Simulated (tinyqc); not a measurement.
Inside a calculation. Model: self-heating of a transistor with one or more fingers, with temperature-dependent conductivity. Computed by tinyqc, a small Python program that keeps every step. Command: `OMP_NUM_THREADS=1 python tinyqc.py 3016943 3016944 out.jsonl selfheat walk`. One thread of a shared host (Intel(R) Xeon(R) Processor @ 2.30GHz), about 0.07 s of CPU time with the checks. Intermediate numbers are printed to about 5 digits and carried at full precision; extremes and crossings named in words are read from the listed rows.

N long parallel fingers lie on the top face of a slab whose bottom is held at T_0; the top is otherwise insulated, and heat flows in two dimensions. P in W/mm is 1000 P in W/m.

Inputs (values chosen for the exercise, modelled on indium phosphide):
```
quantity                                      value           unit
conductivity at the base temperature kappa_0   62.1        W/(m K)
exponent m in kappa ~ T^-m                     1.42              -
base temperature T_0                            323              K
power per gate width P                          1.2           W/mm
fingers N                                         2              -
finger pitch s                                   47     micrometre
width of the heat source w                     0.66     micrometre
substrate thickness t                           320     micrometre
phonon free path Lambda                         100             nm
heat capacity C                                1.55  1e6 J/(m^3 K)
pulse length                                    7.8    microsecond
power coefficient beta                          2.7         1e-3/K
```

Power: power rises with temperature.

## Geometry factors

A line source of power P on the top face raises the top at distance x by (P/(pi kappa_0)) g(x), g(x) = -ln tanh(pi x/(4 t)) (the image sum for the slab). On a strip of width w the centre sees the mean of g over the strip, g_0 = 1 + ln(8 t/(pi w)) for w much below t.

own factor g_0 = 8.1185

g(j s), j = 1..7: 2.1642  1.4841  1.1000  0.8411  0.6533  0.5119  0.4032

## Linear temperature rise of each finger

theta_i = (P/(pi kappa_0)) [g_0 + sum over j != i of g(|i - j| s)], with equal powers and constant conductivity; thermal resistance = largest theta/P.

theta of each finger (K): 63.248  63.248

largest theta = 63.248 K

thermal resistance = 52.707 K mm/W

## Correction for the falling conductivity

Kirchhoff transformation for kappa = kappa_0 (T/T_0)^-m: T = T_0 [1 - (m - 1) theta/T_0]^(-1/(m - 1)), where theta is the linear rise. The bracket vanishes at the power P T_0/((m - 1) theta).

peak temperature = 396.23 K

true rise = 73.228 K

true rise / linear rise = 1.1578

power at which the formula diverges = 14.591 W/mm

The falling conductivity adds 15.8 % to the rise.

## Extra rise from ballistic phonons

Near a source smaller than the free path, Fourier's law overstates the flow. Rough estimate: a strip that emits phonons into a half space adds a resistance times area of 4 Lambda/(3 kappa_0), from the ballistic flux C v Delta T/4 with kappa_0 = C v Lambda/3, so Delta T_b = 4 Lambda P/(3 kappa_0 w); Knudsen number Lambda/w.

Knudsen number = 0.15152

ballistic rise Delta T_b = 3.9038 K

Delta T_b / largest theta = 0.061722

By this estimate the ballistic term is at most a fifth of the Fourier rise.

## Electrothermal feedback

The power follows P [1 + beta (T - T_0)] with T the peak temperature, for all fingers alike. Start at T_0 and repeat; stop when T changes by less than 1e-6 K, after 50 steps, or when the bracket falls below 0.05.

Iterations:
```
step  power (W/mm)   T (K)  change (K)
1           1.2000  396.23  7.3228e+01
2           1.4373  413.46  1.7229e+01
3           1.4931  417.66  4.2078e+00
4           1.5067  418.70  1.0369e+00
5           1.5101  418.96  2.5608e-01
6           1.5109  419.02  6.3276e-02
7           1.5111  419.04  1.5638e-02
8           1.5112  419.04  3.8647e-03
9           1.5112  419.04  9.5513e-04
10          1.5112  419.04  2.3605e-04
11          1.5112  419.04  5.8339e-05
12          1.5112  419.04  1.4418e-05
13          1.5112  419.04  3.5633e-06
14          1.5112  419.04  8.8065e-07
```

converged (1 yes, 0 no) = 1

peak temperature with feedback = 419.04 K

Converged in 14 steps; feedback adds 22.8 K.

## Rise at the end of a pulse

After switching on, theta(tau) = (P D/kappa_0) int_0^tau X(u) Z(u) du at the hottest finger, D = kappa_0/C; X = sum over fingers at distance x of [erf((x + w/2)/r) - erf((x - w/2)/r)]/(2 w), Z = sum_(j=-200..200) (-1)^j exp(-(2 j t/r)^2)/sqrt(pi D u), r = 2 sqrt(D u); trapezoid rule on 300 points evenly spaced in ln u from u_0 = 1e-3 min(tau, w^2/D) to tau, plus the exact piece 2 sqrt(u_0/(pi D))/w below u_0. Conductivity and power are held at their base values here, and Fourier's law is used even where the diffusion length is near a phonon free path.

diffusivity D = 40.065 micrometre^2/microsecond

diffusion length sqrt(D tau) = 17.678 micrometre

linear rise after the pulse = 33.335 K

share of the steady rise = 0.527

## Rise against time

The formulas are those given above.

Heating curve:
```
time (microsecond)  sqrt(D time) (micrometre)  rise (K)  share of the steady rise
0.0026                                0.32275    8.7604                    0.1385
0.026                                  1.0206    15.611                    0.2468
0.26                                   3.2275    22.668                    0.3584
2.6                                    10.206     29.75                    0.4704
26                                     32.275    38.443                    0.6078
130                                    72.169    47.222                    0.7466
510                                    142.94    55.381                    0.8756
1500                                   245.15    61.069                    0.9656
3800                                   390.19    63.081                    0.9974
```

Half the steady rise is reached between 2.6 and 26 microseconds, and the last row holds 99.7 % of it; the slowest time constant is 4 t^2/(pi^2 D) = 1040 microseconds. While the diffusion length lies between w and the pitch or thickness, the rise grows as the logarithm of time; once it nears the pitch of 47 micrometre the neighbours add their heat.

Checks made by the program: g(s) against the alternating image sum (relative difference 6e-07); Kirchhoff integral of kappa/kappa_0 from T_0 to T (relative difference below 1e-10); long-time limit against the steady rise (relative difference 1e-05).
